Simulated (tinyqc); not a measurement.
Inside a calculation. Method: extended Hueckel theory, for H4+. The parameters take no account of the charge, which enters only through the electron count. One step of it, computed by the program tinyqc.

Question. Mulliken analysis. P = C n C^T; charge = valence electrons (H 1) minus the sum of (P S)_ii on the atom; overlap population = 2 sum P_ij S_ij between two atoms.

coefficients:
```
            MO1        MO2        MO3        MO4
1H 1s  0.311333   0.514058   0.789327  -0.732649
2H 1s  0.406641   0.350095  -0.604325   1.075775
3H 1s  0.406641  -0.350095  -0.604325  -1.075775
4H 1s  0.311333  -0.514058   0.789327   0.732649
```

occupations: 2.000000  1.000000  0.000000  0.000000

overlap S, lower triangle:
```
          1H 1s     2H 1s     3H 1s     4H 1s
1H 1s  1.000000
2H 1s  0.569998  1.000000
3H 1s  0.105940  0.388809  1.000000
4H 1s  0.023459  0.105940  0.569998  1.000000
```

Give: charges; Overlap populations.

Answer.

charges: 1H 0.289, 2H 0.211, 3H 0.211, 4H 0.289

Overlap populations:
```
pair      value
2-1    0.493813
3-1    0.015516
3-2    0.161859
4-1   -0.003303
4-2    0.015516
4-3    0.493813
```
